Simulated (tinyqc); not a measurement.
# Donor or exciton in a quantum well (variational effective-mass method), step by step

A worked calculation. Computed by tinyqc, a small Python program that keeps every step. Command: `OMP_NUM_THREADS=1 python tinyqc.py 3010626 3010627 out.jsonl welldonor walk`. One thread of a shared host (Intel(R) Xeon(R) Processor @ 2.30GHz), about 0.03 s of CPU time with the checks. Intermediate numbers are printed to about 6 digits and carried at full precision; extremes and crossings named in words are read from the listed rows.

Electron and hole in their lowest subbands f(z) = cos(pi z/L); relative in-plane motion exp(-rho/lambda) (separable trial function), H = -nabla_rho^2 - 2/sqrt(rho^2 + (z_e - z_h)^2) in effective units. Mass and screening are the same in well and barrier; l = L/a* is the width in effective units. Bands are flat: no polarisation or applied field.

Inputs (values chosen for the exercise, modelled on InP):
```
quantity,value,unit
electron mass m,0.0778,m_0
dielectric constant eps,12.4,-
well width L,13,nm
trial radius lambda,1.7,a*
in-plane hole mass m_h,0.373,m_0
```

Centre: exciton. Barriers: infinite.

Constants: Ry = 13.605693123 eV; a_0 = 0.529177210903 angstrom; hbar^2/(2 m_0) = 3.80998212 eV angstrom^2.

## Effective units

mu = m m_h/(m + m_h) takes the place of m; Ry* = Ry m/eps^2, a* = a_0 eps/m; l = L/a*.

mass used = 0.0643731 m_0

Ry* = 5.69616 meV

a* = 10.1934 nm

l = 1.27534

## Binding at the trial radius

k = pi/l; f = cos(k z) inside and zero outside. Binding E_b(lambda) = -1/lambda^2 + (8/lambda^2) int_0^l P(z) g(z) dz, with P(z) = (2/l) [(1 - z/l)(1 + cos(2 pi z/l)/2) + (3/(4 pi)) sin(2 pi z/l)] the distribution of |z_e - z_h| and g(z) = int_z^infinity exp(-2 sqrt(r^2 - z^2)/lambda) dr = int_0^infinity exp(-2 rho/lambda) rho/sqrt(rho^2 + z^2) d rho; 40 Gauss-Legendre points in z and 40 in t with rho = lambda t/(1 - t).

int P dz = 1

int P g dz = 0.682249 a*

E_b(lambda) = 1.54256 Ry*

## Best radius

Golden-section search for the maximum over lambda from 0.3 to 4, 40 steps.

best lambda = 0.943969 a*

binding in Ry* = 1.87976

binding energy = 10.7074 meV

radius lambda a* = 9.62224 nm

Confinement changes the binding by a factor 1.880 against the bulk value (limits: 4 in two dimensions, 1 inside a wide well, which this separable form does not reach).

## Binding against well width

Each row maximises over lambda (golden section, 0.3 to 4).

Against width:
```
L (nm),lambda (a*),binding (Ry*),binding (meV)
1.0,0.56458,3.51654,20.0307
1.9,0.60990,3.22344,18.3612
3.9,0.69160,2.78010,15.8359
7.2,0.79782,2.33186,13.2826
13.0,0.94397,1.87976,10.7074
23.0,1.13955,1.46344,8.3360
42.0,1.42349,1.07742,6.1372
```

The binding is largest in the narrowest well, 3.517 Ry* at 1.0 nm, on the way to 4. In the widest well it is 1.077 Ry*. In the narrow rows the confinement energy passes real barrier heights: infinite walls and a parabolic band fail, and with real barriers the binding peaks and falls.

Checks made by the program: the two-dimensional limit, 4 Ry* (relative difference 3e-03); normalisation of P(z) (relative difference below 1e-10).
